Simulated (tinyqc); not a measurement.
Mobility of a non-polar semiconductor in the relaxation-time approximation. Changing the carrier density n. Computed by tinyqc, a small Python program. Command: `OMP_NUM_THREADS=1 python tinyqc.py 3031916 3031917 out.jsonl rta sweep`. One thread of a shared host (Intel(R) Xeon(R) Processor @ 2.30GHz), about 0.04 s of CPU time with the checks.

Each valley is treated as a sphere of mass m_d for states and rates, with one isotropic relaxation time; the conductivity mass m_c sets the current.

Inputs (values chosen for the exercise, for a model non-polar semiconductor):
```
quantity                                          value       unit
longitudinal mass m_l                              0.44        m_0
transverse mass m_t                                0.27        m_0
equivalent valleys Z                                  6          -
static permittivity eps_s                          6.47          -
density rho                                        4150     kg/m^3
sound velocity v_l                                 4710        m/s
acoustic deformation potential D_A                  8.3         eV
phonon energy hbar w                               33.9        meV
optical or intervalley deformation potential D_o    5.3  1e8 eV/cm
final valleys Z_f                                     5          -
compensation ratio C                               0.47          -
temperature T                                       150          K
```

Band: parabolic. Impurity formula: Conwell-Weisskopf. Further scattering: none.

Constants: k_B = 8.617333262e-05 eV/K; m_0 = 9.1093837015e-31 kg; e = 1.602176634e-19 C; hbar = 1.054571817e-34 J s; eps_0 = 8.8541878128e-12 F/m; k_B = 1.380649e-23 J/K; hbar = 6.582119569e-16 eV s.

Method:
- m_d = (m_l m_t^2)^(1/3); 1/m_c = (1/m_l + 2/m_t)/3; Hall mass factor A = 3 K_m (K_m + 2)/(2 K_m + 1)^2, K_m = m_l/m_t; N_I = n (1 + C)/(1 - C).
- Parabolic band: E = hbar^2 k^2/(2 m), speed v = hbar k/m, states per spin, volume and energy g(E) = m k/(2 pi^2 hbar^2). Here m = m_d. Masses are multiplied by m_0 and all formulas are in SI units.
- The reduced Fermi level eta = E_F/(k_B T) solves n = 2 Z int g f dE with f = 1/(1 + exp(x - eta)) (Z = 1 unless valleys are given); screening length L_s = sqrt(eps_s eps_0 k_B T/(e^2 dn/deta)), dn/deta = 2 Z int g f (1 - f) dE.
- Integrals over x = E/(k_B T) use 160 Gauss-Legendre points in u = sqrt(x) from 0 to sqrt(max(eta, 0) + 32).
- Phonon occupation N_q = 1/(exp(hbar w/(k_B T)) - 1).
- Acoustic deformation potential (elastic, equipartition, absorption and emission together): 1/tau = 2 pi k_B T D_A^2 g(E)/(hbar rho v_l^2).
- Optical or intervalley deformation potential: 1/tau = (pi Z_f D_o^2/(rho w)) [N_q g(E + hbar w) + (N_q + 1) g(E - hbar w)], with g = 0 below the band edge.
- Each optical term is multiplied by (1 - f(E'))/(1 - f(E)), E' the final energy, for Pauli blocking.
- Singly charged impurities, momentum relaxation: 1/tau = N_I e^4 m (1 + 2 alpha E) Phi/(8 pi (eps_s eps_0)^2 hbar^3 k^3), with alpha = 0 for a parabolic band.
- Conwell-Weisskopf: Phi = ln(1 + y^2), y = 4 pi eps_s eps_0 E N_I^(-1/3)/e^2 (largest impact parameter N_I^(-1/3)/2).
- mu = (m_d/m_c) (2 Z e/(3 n k_B T)) int g v^2 tau f (1 - f) dE.
- Averages over x are split at the emission threshold x_0 = hbar w/(k_B T): 64 Gauss-Legendre points in sqrt(x) below it and 128 in sqrt(x - x_0) above it, up to x = max(eta, 0) + 32.
- Rates are added at each energy before the average. With <y> = int g v^2 y f (1 - f) dE: Hall factor r_H = A (3 n k_B T/(2 Z m_d)) <tau^2/(1 + 2 alpha E)>/<tau>^2 (alpha = 0 for a parabolic band); Hall mobility r_H mu; |S| = (k_B/e) (<x tau>/<tau> - eta); resistivity 1/(n e mu).
- Matthiessen's rule adds 1/mu of the separate processes.

One run for each value; columns: (1) carrier density n (1/cm^3); (2) drift mobility mu (cm^2/(V s)); (3) resistivity (ohm cm); (4) Seebeck coefficient |S| (microvolt/K); (5) reduced Fermi level eta; (6) Hall factor r_H; (7) excess of Matthiessen's rule over the full mu (%):
```
(1)          (2)         (3)     (4)      (5)     (6)     (7)
1.00e+14  2650.5  2.3548e+01  1143.2  -11.465  1.2090  11.129
4.60e+14  2438.3  5.5648e+00  1017.1   -9.939  1.1641  16.810
2.20e+15  1992.9  1.4236e+00   893.1   -8.374  1.1031  26.817
1.00e+16  1377.8  4.5302e-01   778.2   -6.860  1.0403  33.373
4.60e+16   795.4  1.7059e-01   663.2   -5.332  0.9956  25.731
2.20e+17   402.8  7.0429e-02   536.2   -3.761  0.9931  11.697
1.00e+18   202.7  3.0788e-02   400.1   -2.218  1.0178   3.942
4.60e+18   103.3  1.3138e-02   261.2   -0.559  1.0429   1.263
2.20e+19    49.2  5.7658e-03   137.5    1.627  1.0237   0.418
1.00e+20    21.3  2.9350e-03    59.8    5.643  0.9858   0.146
```

Over the rows, drift mobility mu (cm^2/(V s)) falls from 2650 to 21.3 (exponent d ln y / d ln x -0.055 between the first rows and -0.55 between the last); resistivity (ohm cm) falls from 23.5 to 0.00293 (exponent d ln y / d ln x -0.95 between the first rows and -0.45 between the last); Seebeck coefficient |S| (microvolt/K) falls from 1140 to 59.8 (exponent d ln y / d ln x -0.077 between the first rows and -0.55 between the last). At the low end the exponent of resistivity is -0.95, close to -1: the mobility is nearly constant there, so the resistivity follows 1/n. The mobility has fallen to half its first value between 1.00e16 and 4.60e16 per cm^3. The Fermi level enters the band between 4.60e18 and 2.20e19 per cm^3. While the gas is classical |S| falls by k_B/e ln 10 = 198 microvolt/K per decade if the scattering stays the same; between the first two rows it falls by 190 per decade. The Hall factor peaks at 1.21.

Caution (rows 4.60e18, 2.20e19, 1.00e20): above a few 1e18 per cm^3 the Born approximation, static screening and an unperturbed band are rough; measured mobilities are usually lower.

Extremes, crossings and ranges named in words are read from the listed rows.
